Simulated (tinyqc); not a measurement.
From one set of inputs to another, one input at a time: finite-size error of a charged defect in a periodic cell: Madelung and Makov-Payne terms. Computed by tinyqc, a small Python program. Command: `OMP_NUM_THREADS=1 python tinyqc.py 3027381 3027382 out.jsonl imagecharge ladder`. One thread of a shared host (Intel(R) Xeon(R) Processor @ 2.30GHz), about 0.2 s of CPU time with the checks.

L is the cube root of the cell volume. The defect charge is a Gaussian, rho(r) = q (2 pi sigma^2)^(-3/2) exp(-r^2/2 sigma^2), repeated periodically in a uniform neutralising background and screened by a continuum. The model cell energy is E(L) = E_0 + [periodic - isolated electrostatic energy].

The inputs printed are set A. Inputs not listed in the table keep their values of set A, so the rows need not describe a real material.

Inputs (values chosen for the exercise, with screening close to that of germanium): charge q = -1 e; cell length L = 16.9 angstrom; dielectric constant eps = 16.8; width sigma of the defect charge = 1 angstrom; formation energy of the isolated defect E_0 = 5.795 eV.

Supercell lattice: fcc. Screening: isotropic.

Constants: e^2/(4 pi eps_0) = 14.39964548 eV angstrom.

Method:
- Cell vectors: (0,1,1), (1,0,1), (1,1,0), scaled to volume L^3.
- Ewald sum for a unit point charge: scale each Cartesian component of the cell by 1/sqrt(eps_i), giving R', G' and V'; E = [ (1/2) sum erfc(eta R')/R' + (2 pi/V') sum exp(-G'^2/4 eta^2)/G'^2 - eta/sqrt(pi) - pi/(2 V' eta^2) ] e^2/(4 pi eps_0) / sqrt(eps_x eps_y eps_z), over n_i = -6..6, omitting n = (0,0,0), eta = 2/V'^(1/3). alpha = -2 E eps_g L/(e^2/(4 pi eps_0)), eps_g = (eps_x eps_y eps_z)^(1/3).
- Periodic energy of the Gaussian: (2 pi q^2/V) sum_(G != 0) exp(-sigma^2 G^2)/(G.eps.G) x e^2/(4 pi eps_0), n_i = -k..k with k = max(9, L/sigma rounded up). Isolated energy: q^2/(2 sqrt(pi) sigma) <1/(n.eps.n)> e^2/(4 pi eps_0), the mean over directions n, here 1/eps.
- Second radial moment Q = q <r^2> = 3 q sigma^2; E(corrected) = E(L) + q^2 alpha e^2/(4 pi eps_0)/(2 eps L) - 2 pi q Q e^2/(4 pi eps_0)/(3 eps L^3). Errors left are the corrected energies less E_0.

Each row keeps all changes above it:
```
input moved                                  from    to  finite-size error (eV)  isolated energy (eV)  error left after the first term (eV)
set A                                           -     -                 -0.0721                0.2418                               0.00112
width sigma of the defect charge (angstrom)     1   1.7                 -0.0700                0.1422                               0.00322
dielectric constant eps                      16.8  8.13                 -0.1447                0.2939                               0.00666
cell length L (angstrom)                     16.9  12.6                 -0.1869                0.2939                               0.01608
```

Which inputs carry the difference?

Finite-size error goes from -0.0721 to -0.187, -0.115 in all. The largest single move comes from dielectric constant eps (-0.0747). Isolated energy goes from 0.242 to 0.294, a factor 1.22 in all. The largest single move comes from dielectric constant eps (a factor 2.07), and width sigma of the defect charge works against it (a factor 0.588). Error left after the first term goes from 0.00112 to 0.0161, a factor 14.4 in all. The largest single move comes from width sigma of the defect charge (a factor 2.89). The single moves hold for this order of the switches; the total does not depend on the order.

Extremes, crossings and ranges named in words are read from the listed rows.
